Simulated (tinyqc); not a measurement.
Inside a calculation. Model: epitaxial growth on a vicinal surface: Burton-Cabrera-Frank step flow, step-edge barrier and island nucleation. Computed by tinyqc, a small Python program that keeps every step. Command: `OMP_NUM_THREADS=1 python tinyqc.py 3010960 3010961 out.jsonl stepflow walk`. One thread of a shared host (Intel(R) Xeon(R) Processor @ 2.30GHz), about 0.01 s of CPU time with the checks. Intermediate numbers are printed to about 7 digits and carried at full precision; extremes and crossings named in words are read from the listed rows.

Adatoms land at rate F, hop on a square grid (a simplification for hexagonal faces), desorb, or join steps. Lengths are in units of a and n is the adatom coverage. Steps ascend at x = 0 and descend at x = l.

Inputs (values chosen for the exercise, close to those used for 4H-SiC(0001)):
```
quantity                     value      unit
site spacing a                3.08  angstrom
step height h                 2.52  angstrom
diffusion barrier E_d         1.73        eV
desorption energy E_a         4.09        eV
adatom formation energy E_f    1.6        eV
step-edge barrier E_s            0        eV
attempt frequency nu             1       THz
deposition rate F             0.12  layers/s
miscut angle                   0.1   degrees
temperature T                 1620         C
critical nucleus size i          1         -
```

Constants: k_B = 8.617333262e-05 eV/K.

## Scales

D = nu exp(-E_d/(k_B T)) (a^2/s, nu counted per direction); tau = exp(E_a/(k_B T))/nu; x_s = sqrt(D tau); n_eq = exp(-E_f/(k_B T)); terrace width l = h/(a tan(miscut)); Schwoebel length l_s = exp(E_s/(k_B T)) - 1. Temperatures in kelvin are T(C) + 273.15.

D = 2.480536e+07 a^2/s

lifetime tau = 0.07727516 s

diffusion length x_s = 1384.499 a

equilibrium coverage n_eq = 5.503261e-05

terrace width l = 468.7832 a

Schwoebel length l_s = 0 a

l/x_s = 0.339: capture and desorption compete.

## Terrace solution

D n'' - n/tau + F = 0 with n(0) = n_eq and -l_s n'(l) = n(l) - n_eq. With u = n - F tau, A = n_eq - F tau, y = l/x_s, s = l_s/x_s: u = A cosh(x/x_s) + B sinh(x/x_s), B = A (1 - cosh y - s sinh y)/(sinh y + s cosh y). Flux into the ascending step J+ = D B/x_s, over the descending one J- = -(D/x_s)(A sinh y + B cosh y); step velocity J+ + J-; growth rate (J+ + J-)/l. For small y: J+ + J- = (F - n_eq/tau) l, J-/J+ = l/(l + 2 l_s). The coverage peaks where n' = 0, tanh(x/x_s) = -B/A.

J+ = 27.69597 atoms per step site and s

J- = 27.69597 atoms per step site and s

growth rate = 0.1181611 layers/s

peak coverage = 1.855738e-04

position of the peak = 234.3916 a

1.5 % of the flux desorbs; even closely spaced steps lose n_eq/tau, 0.59 % of F. The ascending step takes 50.0 %, half, as there is no barrier. Caution: twice the distance from the ascending step to the coverage peak exceeds the expected island spacing [0.25 (F/D)^(i/(i+2)) exp(E_i/((i+2) k_B T))]^(-1/2) by 40 % or more, so islands nucleate and the step-flow values are formal.

## Step flow or islands

Island density on a flat surface without desorption: N = 0.25 (F/D)^(i/(i+2)) exp(E_i/((i+2) k_B T)) per site, with E_i = 0 for i = 1; spacing l_n = N^(-1/2). Step flow needs an effective width l_eff = 2 x(peak) below l_n.

island density N on a flat surface = 4.228165e-04 per site

island spacing l_n = 48.63221 a

ratio l_eff/l_n = 9.639355

Islands nucleate on the terraces, and a step-flow solution would overstate the coverage. Caution: the prefactor 0.25 and the criterion are estimates, good to a factor of about two in length.

## Growth mode over temperature

x(peak) solves tanh(x/x_s) = -B/A. Rows where evaporation outweighs deposition are left out.

Scales:
```
T (C)   x_s (a)  l_s (a)  incorporated share   l_n (a)  l_eff/l_n
1420   3253.507        0           0.9981773  39.46896   11.87726
1470   2579.909        0           0.9969634  41.77085   11.22274
1520   2072.410        0           0.9949128  44.06746   10.63785
1570   1684.644        0           0.9913075  46.35554   10.11278
1620   1384.499        0           0.9846758  48.63221    9.63936
1670   1149.378        0           0.9720029  50.89497    9.21080
1720    963.137        0           0.9472249  53.14161    8.82140
1770    814.088        0           0.8984907  55.37024    8.46634
1820    693.654        0           0.8034134  57.57921    8.14154
```

The ratio stays above 1: islands in every row. Incorporation goes from 99.8 % to 80.3 %.

Checks made by the program: growth rate against F minus desorption, from a numerical solution (relative difference 2e-09).
